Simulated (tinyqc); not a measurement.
# Diffused layer (complementary error function), carriers, mobility and sheet resistance, step by step

Computed by the program tinyqc: `OMP_NUM_THREADS=1 python tinyqc.py 2110070 2110071 out.jsonl`, one thread of a shared Intel Xeon 2.30GHz, about 0.01 s for the whole run. Printed values are rounded.

A p-type layer from the surface x = 0 to the junction xj, N(x) = N0 erfc(x/Ld). Local neutrality (no depletion at surface or junction, no spilling of carriers), intrinsic carriers neglected, full ionisation of active dopants.

Inputs (values chosen for the exercise); values close to those of boron in silicon over an n-type background:

| symbol | value | unit | meaning |
|---|---|---|---|
| T | 300 | K | temperature |
| Nb | 1.4e14 | cm^-3 | background doping of the opposite type |
| N0 | 9.1e18 | cm^-3 | peak chemical concentration |
| m1 | 44.6 | cm^2/(V s) | mobility limit at high doping |
| m2 | 482 | cm^2/(V s) | mobility limit at low doping, at 300 K |
| Nr | 2.17e17 | cm^-3 | reference doping of the mobility law |
| am | 0.742 |  | exponent of the mobility law |
| bt | 2.2 |  | temperature exponent of m2 |
| Ns | 1.98e20 | cm^-3 | solubility limit of active dopant |
| Ld | 15 | nm | diffusion length 2 sqrt(D t) |

Constants: q = 1.602176634e-19 C. Results are converted to the units shown.

## Junction depth and local values

erfc(xj/Ld) = Nb/N0; 15 equal steps from 0 to xj. Active dopant A = min(N, Ns); p = A - Nb; mobility mu = m1 + (m2 (T/300 K)^(-bt) - m1)/(1 + ((A + Nb)/Nr)^am).

xj = 45.8535 nm
x, point 0 to 15 (nm): [0.0000, 3.0569, 6.1138, 9.1707, 12.2276, 15.2845, 18.3414, 21.3983, 24.4552, 27.5121, 30.5690, 33.6259, 36.6828, 39.7397, 42.7966, 45.8535]
N, point 0 to 15 (cm^-3): [9.1e18, 7.03601e18, 5.13545e18, 3.52394e18, 2.26572e18, 1.36113e18, 7.62267e17, 3.97202e17, 1.92281e17, 8.63624e16, 3.59513e16, 1.38586e16, 4.94329e15, 1.63054e15, 4.97090e14, 1.4e14]
A, point 0 to 15 (cm^-3): [9.1e18, 7.03601e18, 5.13545e18, 3.52394e18, 2.26572e18, 1.36113e18, 7.62267e17, 3.97202e17, 1.92281e17, 8.63624e16, 3.59513e16, 1.38586e16, 4.94329e15, 1.63054e15, 4.97090e14, 1.4e14]
p, point 0 to 15 (in units of 1e18 cm^-3): [9.09986, 7.03587, 5.13531, 3.52380, 2.26558, 1.36099, 0.76213, 0.39706, 0.19214, 0.08622, 0.03581, 0.01372, 0.00480, 0.00149, 0.00036, 0.00000]
mu, point 0 to 15 (cm^2/(V s)): [70.3383, 75.3702, 82.7617, 93.6830, 109.876, 133.756, 168.140, 215.028, 273.047, 335.157, 390.588, 431.392, 456.580, 469.998, 476.295, 478.882]

The mobility runs from 70.3 to 479 cm^2/(V s).

## Sheet quantities by the trapezoid rule

Dose = integral of N, carrier sheet density = integral of p, 1/Rs = q integral of p mu, mean mobility 1/(q Rs sheet density), Hall mobility (unit Hall factor) = integral of p mu^2 over integral of p mu, Hall sheet density = (integral of p mu)^2/integral of p mu^2; all from 0 to xj.

dose = 7.7545e12 cm^-2
carrier sheet density = 7.7539e12 cm^-2
Rs = 8672.6 ohm/square
mean mobility = 92.815 cm^2/(V s)
Hall mobility = 107.73 cm^2/(V s)
Hall sheet density = 6.6805e12 cm^-2

Carriers make up 100 % of the dose. A Hall measurement weights the mobile tail, so its sheet density is 14 % below the true one. With 4000 steps Rs = 8706 ohm/square; the coarse value is 0.39 % below it.
